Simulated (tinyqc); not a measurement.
Gate-all-around wire with two subbands, quantum capacitance: effect of the temperature.

phi is the Fermi level above the lowest subband edge, in volts; Vg is counted from the gate voltage at which an empty wire would have phi = 0. Both directions of motion are filled (equilibrium).

N1 = gv sqrt(2 md m0 kB T/(pi hbar^2)); n1 = N1 F(phi/Vt), n2 = g2 N1 F((phi - E2)/Vt), n = n1 + n2, F(e) = (1/sqrt(pi)) int_0^infinity u^(-1/2) du/(1 + exp(u - e)); Cq = q dn/dphi = (q N1/Vt) [F'(phi/Vt) + g2 F'((phi - E2)/Vt)]. Cox = 2 pi eps0 eox/ln(1 + tox/rw) per length; Vg = phi + q n/Cox. 1/C_G = 1/Cox + 1/(Cq); dphi/dVg = Cox/(Cox + Cq).

Parameters, values chosen for the exercise:
- eox = 3.9 (relative permittivity of the gate insulator (close to silicon dioxide))
- tox = 15 nm (insulator thickness)
- md = 0.31 m0 (mass along the wire)
- gv = 4 (valley degeneracy)
- E2 = 0.19 eV (second subband above the first)
- g2 = 1 (orbital degeneracy of the second subband)
- rw = 2.1 nm (radius of the wire)
- Vg = 0.32 V (gate voltage)

Constants: q = 1.602176634e-19 C, kB = 1.380649e-23 J/K, hbar = 1.054571817e-34 J s, m0 = 9.1093837015e-31 kg, Vt = kB T/q, eps0 = 8.8541878128e-14 F/cm where lengths are in cm. Results are converted to the units shown.

The same in every row: Cox (pF/cm) = 1.035.

Results:
```
T (K)	phi (V)	n (cm^-1)	Cq (pF/cm)	C_G (pF/cm)	dphi/dVg	share of the second band (%)
50	-0.001362	2.075e6	53.23	1.015	0.01907	1.048e-17
77	-0.004020	2.092e6	37.50	1.007	0.02685	5.012e-11
120	-0.009056	2.125e6	25.90	0.9948	0.03841	1.345e-6
300	-0.03473	2.291e6	12.09	0.9530	0.07886	0.07578
400	-0.05050	2.392e6	9.629	0.9342	0.09702	0.4657
500	-0.06695	2.499e6	8.144	0.9180	0.1127	1.372
```

Estimate the missing row, T = 200 K.

Computed row:
```
T (K)	phi (V)	n (cm^-1)	Cq (pF/cm)	C_G (pF/cm)	dphi/dVg	share of the second band (%)
200	-0.01986	2.195e6	16.87	0.9748	0.05779	0.001983
```

With this row back in the table: As T goes from 50 to 500, Cq falls from 53.2 to 8.14 pF/cm, C_G/Cox falls from 0.981 to 0.887 and n rises from 2.08e6 to 2.50e6 cm^-1. Cq exceeds Cox in every row, so the insulator is the tighter limit, though Cq still cuts C_G by up to 11 %.

Numbers from tinyqc (`OMP_NUM_THREADS=1 python tinyqc.py 2200026 2200027 out.jsonl`; about 0.01 s on one thread of a shared Intel Xeon 2.30GHz).
